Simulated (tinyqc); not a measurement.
Kinetics of strain relaxation and threading dislocations in mismatched semiconductor layers: one step, computed by the program tinyqc. Command: `OMP_NUM_THREADS=1 python tinyqc.py 3024021 3024022 out.jsonl threading walk`. One thread of a shared host (Intel(R) Xeon(R) Processor @ 2.30GHz), about 0.01 s of CPU time with the checks.

60-degree dislocations on {111} planes of a (001) layer, isotropic elasticity. The Schmid factor is 1/sqrt(6), and a misfit segment relieves strain with b/2.

Problem. Graded buffer. In steady grading, strain is fed at R_f R_g and relieved at (b/4) rho v. As a glide-limited estimate, the driving stress is taken as the mean stress of the strained top zone, whose depth z solves R_f z/2 = e_eq(z), with strain R_f z at the surface; tau_g = S R_f z/2 is its mean; then rho = 4 R_f R_g/(b m tau_g), m = v0 exp(-Q/(k_B T_g)), S = (1/sqrt 6) 2 G (1 + nu)/(1 - nu), e_eq(z) = b (1 - nu/4) [ln(z/b) + 1]/(4 pi (1 + nu) z).

Inputs (values chosen for the exercise, for a model layer):

| quantity | value | unit |
|---|---|---|
| misfit f | 0.0149 | - |
| shear modulus G | 56.8 | GPa |
| Poisson ratio nu | 0.27 | - |
| Burgers vector b | 3.89 | angstrom |
| glide activation energy Q | 2.2 | eV |
| velocity prefactor v0 | 32000 | m/s per MPa |
| grading rate (misfit per thickness) R_f | 0.0012 | 1/micrometre |
| growth temperature of the buffer T_g | 933 | K |
| growth rate R_g | 0.14 | nm/s |

Constants: k_B = 8.617333262e-05 eV/K.

Give: depth z of the strained zone; stress tau_g; thread density of the buffer; buffer thickness f/R_f.

Solution.

depth z of the strained zone = 559.8 nm

stress tau_g = 27.10 MPa

thread density of the buffer = 1.524e+05 1/cm^2

buffer thickness f/R_f = 12.42 micrometre

Raising T_g by 50 K would lower this density by a factor 4.0: fast glide lets few threads do the work.
